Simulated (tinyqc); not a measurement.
# FinFET, parasitic resistance, capacitance and delay: what changes with what

Nf fins under one contact; each has gated perimeter p = 2 Hf + Wf and cross-section A = Hf Wf; contact width Wc = Nf pf, stack height Hs = Hf. Contact length Lc = CPP - Lg - 2 Lsp, shared by two neighbouring gates. Source and drain sides are equal. The formulas are first-order estimates, not field solutions.

Values chosen for this exercise; values close to those of silicon logic devices: temperature T = 300 K; number of fins Nf = 4; fin height Hf = 35 nm; fin width Wf = 5 nm; fin pitch pf = 24 nm; contacted gate pitch CPP = 48 nm; gate length Lg = 16 nm; spacer length Lsp = 7 nm; relative permittivity of the spacer ks = 4.5; gate height above the channel stack Hc = 15 nm; contact resistivity rc = 1.7e-9 ohm cm^2; resistivity of the source-drain epitaxy re = 0.00043 ohm cm; current-carrying depth of the epitaxy te = 15 nm; resistivity of the extension rx = 0.00059 ohm cm; gate overlap Lov = 0.5 nm; inversion capacitance Cinv = 2.3 uF/cm^2; injection velocity vx = 1.5e7 cm/s; apparent mobility mu = 120 cm^2/(V s); threshold at zero drain voltage VT = 0.26 V; barrier lowering dl = 0.045 V/V; subthreshold factor n = 1.18; wire load Cw = 0.29 fF; supply voltage Vdd = 0.75 V.

Constants: q = 1.602176634e-19 C, kB = 1.380649e-23 J/K, eps0 = 8.8541878128e-12 F/m, Vt = kB T/q. Results are converted to the units shown.

Each table varies one quantity; the others keep the values above.

## Effect of the spacer length

Epitaxy sheet resistance Rsh = re/te, transfer length LT = sqrt(rc/Rsh), contact Rc = [sqrt(rc Rsh)/Wc] coth(Lc/(2 LT)); extension of one fin Rx = rx Lsp/A. With N fins: gate Cg = Cinv p N Lg; per side, plate Cp = ks eps0 [Wc (Hs + Hc) - N A]/Lsp, top fringe Cf = (2/pi) ks eps0 Wc ln(1 + Lg/(2 Lsp)), overlap Co = Cinv p N Lov. One fin: I = p Q vx u/(1 + |u|^1.8)^(1/1.8), Q = Cinv n Vt ln(1 + exp((Vg' - VT + dl Vd')/(n Vt))), u = Vd' mu/(vx Lg), Vg' = Vgs - v, Vd' = Vds - 2 v, with the drop on each side v = Rc (sum of I) + Rx I. Ieff = [I(Vgs = Vdd, Vds = Vdd/2) + I(Vdd/2, Vdd)]/2, total currents. With Cs = Cp + Cf + Co, the load of an inverter of two such devices driving an equal one is CL = 2 (Cg + 2 Cs) + 4 Cs + Cw (own drains counted twice for the Miller effect); delay CL Vdd/(2 Ieff).

Effect of the spacer length:
```
Lsp (nm)  Rc (ohm)  Rx/N (ohm)  Ieff (uA)  CL (aF)  delay (ps)
2            140.1       16.86      240.0     1223       1.911
3            148.9       25.29      234.6    999.3       1.597
4            159.3       33.71      229.0    886.5       1.452
5            171.8       42.14      223.0    818.4       1.376
6            186.9       50.57      216.5    772.7       1.339
8            229.3       67.43      201.4    715.3       1.332
10           301.1       84.29      181.9    680.5       1.403
12           446.7       101.1      153.9    657.3       1.601
```

Read the table: what changes, and by how much?

As Lsp goes from 2 to 12 nm, Ieff falls from 240 to 154 uA, CL falls from 1220 to 657 aF and the delay goes from 1.91 through a minimum of 1.33 (at Lsp = 8 nm among the rows listed) to 1.60 ps. A thin spacer costs capacitance, a thick one resistance and contact length, hence the minimum. For Lsp = 2 to 3 nm the spacer is under 3.5 nm, where leakage and breakdown between gate and contact would forbid it.

## Effect of the fin height

Same model as above.

The same in every row: Rc (ohm) = 205.6.

Effect of the fin height:
```
Hf (nm)  Rx/N (ohm)  Ieff (uA)  CL (aF)  delay (ps)
20            103.2      138.8    588.7       1.591
30            68.83      187.5    689.5       1.379
40            51.62      229.7    790.4       1.291
50            41.30      266.3    891.2       1.255
60            34.42      298.4    992.1       1.247
70            29.50      326.6     1093       1.255
80            25.81      351.6     1194       1.273
90            22.94      373.9     1295       1.298
```

As Hf goes from 20 to 90 nm, Ieff rises from 139 to 374 uA, CL rises from 589 to 1290 aF and the delay goes from 1.59 through a minimum of 1.25 (at Hf = 60 nm among the rows listed) to 1.30 ps. From the first row to the last Ieff grows by a factor of 2.69 and CL by 2.20; the first step changes the delay by -13 %, the last by 2.0 %.

## Effect of the contacted gate pitch

Same model as above.

The same in every row: Rx/N (ohm) = 59.00; CL (aF) = 739.9.

Effect of the contacted gate pitch:
```
CPP (nm)  Rc (ohm)  Ieff (uA)  delay (ps)
36           593.3      139.9       1.984
42           301.1      187.1       1.483
48           205.6      209.3       1.326
54           159.3      221.7       1.251
60           132.6      229.4       1.210
66           115.7      234.5       1.183
72           104.3      238.0       1.166
78           96.26      240.5       1.154
```

Read the table: what changes, and by how much?

As CPP goes from 36 to 78 nm, Ieff rises from 140 to 241 uA, CL stays at 740 aF and the delay falls from 1.98 to 1.15 ps. Only the contact length changes, so the capacitance stays and the pitch acts through Rc. At CPP = 36 nm the contact is under 8 nm long, below what liners and fill allow.

tinyqc, about 0.03 s, one thread, Intel Xeon 2.30GHz (shared host): `OMP_NUM_THREADS=1 python tinyqc.py 2170024 2170025 out.jsonl`
